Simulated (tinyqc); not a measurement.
From one set of inputs to another, one input at a time: low-temperature mobility of a two-dimensional electron gas with static screening. Computed by tinyqc, a small Python program. Command: `OMP_NUM_THREADS=1 python tinyqc.py 3000701 3000702 out.jsonl twodeg ladder`. One thread of a shared host (Intel(R) Xeon(R) Processor @ 2.30GHz), about 0.04 s of CPU time with the checks.

One subband is filled, the gas is degenerate and scatters at the Fermi circle; one permittivity serves on both sides of the interface. All formulas are in SI units, masses times m_0. Piezoelectric and polar phonons are left out, and n_s is taken as set by a gate, independent of N_i.

The inputs printed are set A. Set A is modelled on a silicon inversion layer; the values taken over come from a set modelled on an InAs channel. Inputs not listed in the table keep their values of set A, so the rows need not describe a real material.

Inputs (values chosen for the exercise, modelled on a silicon inversion layer): in-plane mass m = 0.186 m_0; mass across the layer m_z = 0.885 m_0; permittivity eps = 11.8; valley degeneracy g_v = 2; sheet density n_s = 5.3e+12 1/cm^2; depletion charge N_d = 6.1e+11 1/cm^2; roughness height Delta = 0.31 nm; correlation length Lambda = 6.4 nm; remote charge density N_i = 3.7e+10 1/cm^2; distance d of the charges from the interface = 1.9 nm; density rho = 2329 kg/m^3; sound velocity v_l = 9050 m/s; deformation potential D_A = 13 eV; temperature T = 60 K.

Wave function: Fang-Howard. Roughness spectrum: Gaussian.

Constants: m_0 = 9.1093837015e-31 kg; e = 1.602176634e-19 C; eps_0 = 8.8541878128e-12 F/m; hbar = 1.054571817e-34 J s; k_B = 1.380649e-23 J/K.

Method:
- k_F = sqrt(2 pi n_s/g_v); E_F = hbar^2 k_F^2/(2 m); q_TF = g_v m e^2/(2 pi eps eps_0 hbar^2); Fang-Howard parameter b = [12 m_z e^2 (N_d + 11 n_s/32)/(eps eps_0 hbar^2)]^(1/3), mean depth 3/b; effective field F = e (N_d + n_s/2)/(eps eps_0).
- Form factors with u = q/b: screening G(q) = [1 + 9u/8 + 3u^2/8]/(1 + u)^3, remote charge P(q) = exp(-q d)/(1 + u)^3. Dielectric function eps(q) = 1 + q_TF G(q)/q, with q = 2 k_F sin(theta/2).
- Roughness: <|U|^2> = (e F)^2 S(q), S = pi Delta^2 Lambda^2 exp(-q^2 Lambda^2/4).
- 1/tau_t = (m/(pi hbar^3)) int_0^pi (1 - cos theta) <|U|^2>/eps(q)^2 dtheta; the quantum rate 1/tau_q drops the factor (1 - cos theta); 200 Gauss-Legendre points in s with theta = pi s^2, s from 0 to 1; mu = e tau_t/m.
- Remote charges: <|U|^2> = N_i [e^2 P(q)/(2 eps eps_0 q)]^2.
- Unscreened deformation potential in equipartition: 1/tau = m D_A^2 k_B T I/(rho v_l^2 hbar^3), I = int |psi|^4 dz = 3 b/16 for the Fang-Howard function (used for both wave-function options); mu = e tau/m. Bloch-Grueneisen temperature T_BG = 2 hbar v_l k_F/k_B.
- At the Fermi circle the rates add, so 1/mu is the sum; sheet resistance 1/(n_s e mu); mean free path hbar k_F mu/e; the quantum time adds the rates 1/tau_q, with the isotropic acoustic rate e/(m mu).

Each row keeps all changes above it:
```
input moved                            from       to  mobility mu (cm^2/(V s))  remote-charge mobility (cm^2/(V s))  sheet resistance (ohm)
set A                                     -        -                7.0608e+03                           1.0176e+06                  166.79
remote charge density N_i (1/cm^2)  3.7e+10  1.9e+11                6.8639e+03                           1.9816e+05                  171.57
in-plane mass m (m_0)                 0.186   0.0305                1.0576e+05                           1.1472e+06                   11.13
roughness height Delta (nm)            0.31     0.42                6.8837e+04                           1.1472e+06                   17.11
permittivity eps                       11.8     15.1                9.3758e+04                           1.6689e+06                   12.56
correlation length Lambda (nm)          6.4      2.4                4.3971e+04                           1.6689e+06                   26.78
sheet density n_s (1/cm^2)          5.3e+12  2.5e+12                8.4040e+04                           5.8285e+05                   29.71
temperature T (K)                        60       20                9.4392e+04                           5.8285e+05                   26.45
```

Which inputs carry the difference?

Mobility mu goes from 7060 to 94400, a factor 13.4 in all. The largest single move comes from in-plane mass m (a factor 15.4), and correlation length Lambda works against it (a factor 0.469). Remote-charge mobility goes from 1.02e6 to 583000, a factor 0.573 in all. The largest single move comes from in-plane mass m (a factor 5.79), but it runs against the net change; the largest move in the direction of the net change is remote charge density N_i (a factor 0.195). Sheet resistance goes from 167 to 26.4, a factor 0.159 in all. The largest single move comes from in-plane mass m (a factor 0.0649), and correlation length Lambda works against it (a factor 2.13). The single moves hold for this order of the switches; the total does not depend on the order.

Caution (rows set A, remote charge density N_i, in-plane mass m, roughness height Delta, permittivity eps, correlation length Lambda): T is not well above T_BG, where phonon scattering freezes out faster than equipartition says; the acoustic mobility is a lower bound. Caution (rows in-plane mass m, roughness height Delta, permittivity eps, correlation length Lambda): E_F exceeds 100 meV in a band of small mass, where non-parabolicity and upper valleys, left out here, matter. Caution (rows in-plane mass m, roughness height Delta, permittivity eps, correlation length Lambda, sheet density n_s, temperature T): E_F exceeds 1.1 (hbar^2 e^2 F^2/2 m_z)^(1/3), of the order of the first subband spacing (1.75 times that in a triangular well, less with self-consistent band bending), so a second subband may fill. Caution (rows temperature T): T is below the Bloch-Grueneisen temperature T_BG, so equipartition fails: the acoustic mobility is only a lower bound and the acoustic share of 1/mu is overstated.

Extremes, crossings and ranges named in words are read from the listed rows.
